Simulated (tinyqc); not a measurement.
Finite line against the semi-infinite law: electromigration in a confined line: Blech product, Korhonen stress evolution and Black's law. Computed by tinyqc, a small Python program. Command: `OMP_NUM_THREADS=1 python tinyqc.py 3008848 3008849 out.jsonl emigr walk`. One thread of a shared host (Intel(R) Xeon(R) Processor @ 2.30GHz), about 0.01 s of CPU time with the checks.

The electron wind pushes atoms from the cathode (x = 0) to the anode (x = L); blocking ends build a back stress (tension positive). The input rho is taken not to change with temperature. d sigma/dt = d/dx [kappa (d sigma/dx + G)], with zero flux at both ends and sigma = sigma_0 at t = 0.

Inputs (values chosen for the exercise, close to those used for copper lines):

| quantity | value | unit |
|---|---|---|
| resistivity rho | 2.67 | micro-ohm cm |
| atomic volume Omega | 11.8 | angstrom^3 |
| effective charge number Z* | 1.1 | - |
| prefactor D0 | 4e-08 | m^2/s |
| activation energy E | 0.934 | eV |
| effective modulus B | 28 | GPa |
| critical stress sigma_c | 160 | MPa |
| initial stress sigma_0 | 31 | MPa |
| current density j | 1.1 | MA/cm^2 |
| line length L | 47 | um |
| test temperature T | 280 | C |

Start: thermal stress.

Constants: e = 1.602176634e-19 C; k_B = 8.617333262e-05 eV/K; k_B = 1.380649e-23 J/K.

Method:
- G = Z* e rho j/Omega; D = D0 exp(-E/(k_B T)); kappa = D B Omega/(k_B T); drift velocity of an unconfined line v = D Z* e rho j/(k_B T). SI: 1 micro-ohm cm = 1e-8 ohm m, 1 MA/cm^2 = 1e10 A/m^2.
- Temperatures in kelvin are T(C) + 273.15.
- At steady state sigma(x) = sigma_0 + G (L/2 - x). A void forms only if the cathode stress reaches sigma_c, that is if j L exceeds (j L)_c = 2 Omega (sigma_c - sigma_0)/(Z* e rho). Time scale tau = L^2/kappa.
- sigma(x, t) = sigma_0 + G L [1/2 - x/L - 4 sum_(m odd) cos(m pi x/L) exp(-m^2 pi^2 s)/(m pi)^2], s = t/tau, summed to m = 399.
- Semi-infinite line: sigma(0, t) = sigma_0 + 2 G L sqrt(s/pi). One-term form: keep m = 1 alone.

tau = 114.668 h

stress gradient G = 4.38657 MPa/um

Cathode stress (MPa):

| s | t (h) | full series | semi-infinite | one term |
|---|---|---|---|---|
| 0.002 | 2.2934e-01 | 41.40 | 41.40 | 52.16 |
| 0.005 | 5.7334e-01 | 47.45 | 47.45 | 54.55 |
| 0.01 | 1.1467e+00 | 54.26 | 54.26 | 58.38 |
| 0.02 | 2.2934e+00 | 63.90 | 63.90 | 65.50 |
| 0.05 | 5.7334e+00 | 82.96 | 83.02 | 83.07 |
| 0.1 | 1.1467e+01 | 102.94 | 104.57 | 102.94 |
| 0.2 | 2.2934e+01 | 122.48 | 135.04 | 122.48 |
| 0.4 | 4.5867e+01 | 132.47 | 178.13 | 132.47 |
| 0.8 | 9.1734e+01 | 134.05 | 239.08 | 134.05 |

What follows from these numbers?

Among these rows the semi-infinite law holds to 1 % up to s = 0.05 and the one-term form from s = 0.05 on: the far end is felt once sqrt(kappa t) is no longer small against L, and by then the terms with m > 1 have nearly died out. The critical stress 160 MPa is not reached in these rows.
